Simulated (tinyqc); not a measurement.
Worked calculation: self-heating of a transistor with one or more fingers, with temperature-dependent conductivity. Computed by tinyqc, a small Python program that keeps every step. Command: `OMP_NUM_THREADS=1 python tinyqc.py 3016107 3016108 out.jsonl selfheat walk`. One thread of a shared host (Intel(R) Xeon(R) Processor @ 2.30GHz), about 0.05 s of CPU time with the checks. Intermediate numbers are printed to about 6 digits and carried at full precision; extremes and crossings named in words are read from the listed rows.

N long parallel fingers lie on the top face of a slab whose bottom is held at T_0; the top is otherwise insulated, and heat flows in two dimensions. P in W/mm is 1000 P in W/m.

Inputs (values chosen for the exercise, modelled on indium phosphide):

| quantity | value | unit |
|---|---|---|
| conductivity at the base temperature kappa_0 | 70.7 | W/(m K) |
| exponent m in kappa ~ T^-m | 1.34 | - |
| base temperature T_0 | 300 | K |
| power per gate width P | 0.46 | W/mm |
| fingers N | 1 | - |
| finger pitch s | 41 | micrometre |
| width of the heat source w | 1.2 | micrometre |
| substrate thickness t | 200 | micrometre |
| phonon free path Lambda | 95 | nm |
| heat capacity C | 1.51 | 1e6 J/(m^3 K) |
| pulse length | 6.7 | microsecond |
| power coefficient beta | 1.2 | 1e-3/K |

Power: power rises with temperature.

## Geometry factors

A line source of power P on the top face raises the top at distance x by (P/(pi kappa_0)) g(x), g(x) = -ln tanh(pi x/(4 t)) (the image sum for the slab). On a strip of width w the centre sees the mean of g over the strip, g_0 = 1 + ln(8 t/(pi w)) for w much below t.

own factor g_0 = 7.05071

g(j s), j = 1..7: 1.83490  1.16691  0.80149  0.56628  0.40520  0.29175  0.21071

## Linear temperature rise of each finger

theta_i = (P/(pi kappa_0)) [g_0 + sum over j != i of g(|i - j| s)], with equal powers and constant conductivity; thermal resistance = largest theta/P.

theta of each finger (K): 14.6023

largest theta = 14.6023 K

thermal resistance = 31.7441 K mm/W

## Correction for the falling conductivity

Kirchhoff transformation for kappa = kappa_0 (T/T_0)^-m: T = T_0 [1 - (m - 1) theta/T_0]^(-1/(m - 1)), where theta is the linear rise. The bracket vanishes at the power P T_0/((m - 1) theta).

peak temperature = 315.092 K

true rise = 15.0918 K

true rise / linear rise = 1.03352

power at which the formula diverges = 27.7958 W/mm

The falling conductivity adds 3.4 % to the rise.

## Extra rise from ballistic phonons

Near a source smaller than the free path, Fourier's law overstates the flow. Rough estimate: a strip that emits phonons into a half space adds a resistance times area of 4 Lambda/(3 kappa_0), from the ballistic flux C v Delta T/4 with kappa_0 = C v Lambda/3, so Delta T_b = 4 Lambda P/(3 kappa_0 w); Knudsen number Lambda/w.

Knudsen number = 0.0791667

ballistic rise Delta T_b = 0.686783 K

Delta T_b / largest theta = 0.0470325

By this estimate the ballistic term is at most a fifth of the Fourier rise.

## Electrothermal feedback

The power follows P [1 + beta (T - T_0)] with T the peak temperature, for all fingers alike. Start at T_0 and repeat; stop when T changes by less than 1e-6 K, after 50 steps, or when the bracket falls below 0.05.

Iterations:

| step | power (W/mm) | T (K) | change (K) |
|---|---|---|---|
| 1 | 0.460000 | 315.092 | 1.50918e+01 |
| 2 | 0.468331 | 315.374 | 2.82597e-01 |
| 3 | 0.468487 | 315.380 | 5.29493e-03 |
| 4 | 0.468490 | 315.380 | 9.92105e-05 |
| 5 | 0.468490 | 315.380 | 1.85890e-06 |
| 6 | 0.468490 | 315.380 | 3.48299e-08 |

converged (1 yes, 0 no) = 1

peak temperature with feedback = 315.380 K

Converged in 6 steps; feedback adds 0.3 K.

## Rise at the end of a pulse

After switching on, theta(tau) = (P D/kappa_0) int_0^tau X(u) Z(u) du at the hottest finger, D = kappa_0/C; X = sum over fingers at distance x of [erf((x + w/2)/r) - erf((x - w/2)/r)]/(2 w), Z = sum_(j=-200..200) (-1)^j exp(-(2 j t/r)^2)/sqrt(pi D u), r = 2 sqrt(D u); trapezoid rule on 300 points evenly spaced in ln u from u_0 = 1e-3 min(tau, w^2/D) to tau, plus the exact piece 2 sqrt(u_0/(pi D))/w below u_0. Conductivity and power are held at their base values here, and Fourier's law is used even where the diffusion length is near a phonon free path.

diffusivity D = 46.8212 micrometre^2/microsecond

diffusion length sqrt(D tau) = 17.7116 micrometre

linear rise after the pulse = 9.9195 K

share of the steady rise = 0.6793

## Rise against time

The formulas are those given above.

Heating curve:

| time (microsecond) | sqrt(D time) (micrometre) | rise (K) | share of the steady rise |
|---|---|---|---|
| 8.50e-04 | 0.199494 | 1.2152 | 0.08322 |
| 0.0085 | 0.630857 | 3.0882 | 0.2115 |
| 0.085 | 1.99494 | 5.4049 | 0.3701 |
| 0.85 | 6.30857 | 7.7822 | 0.5329 |
| 8.5 | 19.9494 | 10.166 | 0.6962 |
| 43 | 44.8699 | 11.845 | 0.8111 |
| 170 | 89.2166 | 13.266 | 0.9085 |
| 510 | 154.528 | 14.246 | 0.9756 |
| 1300 | 246.713 | 14.577 | 0.9983 |

Half the steady rise is reached between 0.085 and 0.85 microseconds, and the last row holds 99.8 % of it; the slowest time constant is 4 t^2/(pi^2 D) = 346 microseconds. While the diffusion length lies between w and the pitch or thickness, the rise grows as the logarithm of time.

Checks made by the program: g(s) against the alternating image sum (relative difference 7e-07); Kirchhoff integral of kappa/kappa_0 from T_0 to T (relative difference below 1e-10); long-time limit against the steady rise (relative difference 1e-05).
